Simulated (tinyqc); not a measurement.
Pump-down curve: gas flow in a process chamber: flow regimes, conductance, effective pumping speed, pump-down, outgassing and purge. Computed by tinyqc, a small Python program. Command: `OMP_NUM_THREADS=1 python tinyqc.py 3120375 3120376 out.jsonl pump walk`. One thread of a shared host (Intel(R) Xeon(R) Processor @ 2.30GHz), about 0.08 s of CPU time with the checks.

Ideal gas, isothermal flow, a pump of constant speed at the end of a round pipe; process gas, volume gas and outgassing are given the same properties. 1 sccm = 101325 Pa x 1e-6 m^3/60 s x T/273.15 K.

Inputs (values chosen for the exercise, modelled on oxygen near room temperature):
```
quantity                     value            unit
molar mass M                    32           g/mol
molecular diameter            0.36              nm
viscosity eta                 20.6   micropascal s
temperature T                  300               K
chamber volume V                91               L
wall area                      1.8             m^2
pipe diameter d                 25              cm
pipe length l                  160              cm
pump speed S                  1500             L/s
outgassing rate after 1 h  4.2e-07  Pa m^3/(s m^2)
outgassing exponent n         0.87               -
starting pressure p0           250              Pa
```

Constants: k_B = 1.380649e-23 J/K; u = 1.6605390666e-27 kg.

Method:
- Mean speed c = sqrt(8 k_B T/(pi m)); aperture conductance C_a = c pi d^2/16; molecular pipe C_m = C_a/(1 + 3 l/(4 d)) (Dushman form); viscous pipe C_v = pi d^4 p_mean/(128 eta l); Knudsen interpolation C = C_v + C_m (1 + x)/(1 + 1.24 x), x = d p_mean sqrt(m/(k_B T))/eta.
- Effective speed 1/S_eff = 1/S + 1/C_m; time constant V/S_eff; pressure at which the free path k_B T/(sqrt2 pi d_m^2 p) equals d.
- Pump-down: V dp/dt = -S_eff(p) p + q(t) A, with S_eff = S p_2/p, where p_2 solves C((p + p_2)/2) (p - p_2) = S p_2 at each moment, and q(t) = q_1 (1 h/(t + 10 s))^n; integrated adaptively. At long times p = q(t) A/S_eff.
- S_eff(p) is tabulated at 260 pressures and interpolated in ln p. Comparison columns: p0 exp(-t/time constant) with the molecular S_eff (0 below 1e-26 p0), and the outgassing limit.

time constant = 0.157202 s

S_eff in molecular flow = 578.873 L/s

Pressure against time:
```
t (s)       p (Pa)  S_eff (L/s)  volume gas only (Pa)  outgassing limit (Pa)
0.3     2.2332e+00       1224.3            3.7080e+01             2.1318e-04
1       1.1018e-02        567.1            4.3181e-01             2.0133e-04
3       1.7610e-04        578.6            1.2882e-06             1.7410e-04
10      1.2056e-04        578.7                     0             1.1968e-04
30      6.5722e-05        578.8                     0             6.5483e-05
100     2.7195e-05        578.8                     0             2.7159e-05
300     1.1032e-05        578.9                     0             1.1026e-05
1000    3.9466e-06        578.9                     0             3.9460e-06
3600    1.3029e-06        578.9                     0             1.3028e-06
20000   2.9366e-07        578.9                     0             2.9365e-07
100000  7.2424e-08        578.9                     0             7.2424e-08
```

From t = 3 s on the pressure is within 20 % of the outgassing limit, which falls only as (t + 10 s)^-0.87: walls, not volume, set the time to base pressure. Early on viscous flow raises S_eff to 1220 L/s, 2.1 times its molecular value.
